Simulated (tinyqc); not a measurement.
# Segment and feed resistance from two drops

Inverse problem. A rail is fed at one end through Rq; K loads of Ij follow, each after a segment Rs. The drop at load j is K Ij Rq + Rs Ij sum_(l=1..j) (K - l + 1). Find Rs, Rq and the worst drop, at the middle, if the rail were fed through Rq at both ends: K Ij Rq/2 + Rs Ij K^2/8 with the load taken as continuous.

Values chosen for this exercise: number of equal loads K = 22; current of each load Ij = 1.4 mA.

drops at the first and at the last load (mV): 16.354800  36.082200

Solution. The difference of the two drops is Rs Ij K (K - 1)/2, which gives Rs; the first drop then gives Rq.

Rs = 0.0610 ohm
Rq = 0.470 ohm
drop at the middle with two feeds = 12.4 mV

tinyqc, about 0.1 s, one thread, Intel Xeon 2.30GHz (shared host): `OMP_NUM_THREADS=1 python tinyqc.py 2770212 2770213 out.jsonl`
